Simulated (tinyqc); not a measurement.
Nucleation and growth of vacancy voids in a cooling silicon-like crystal: one step, computed by the program tinyqc.

Spherical voids; vacancies are lost only to voids.

Question. Vacancy excess. C = C_x (u - 1)/(u + 0.2) with u = (V/G)/xi_c, a form chosen for the exercise.

Inputs (values chosen for the exercise, for a model crystal): ratio (V/G)/xi_c = 1.19; limit of the excess at high V/G = 1.8e+14 1/cm^3.

Vacancy supply: from V/G.

Give: initial excess C.

Answer.

initial excess C = 2.460e+13 1/cm^3
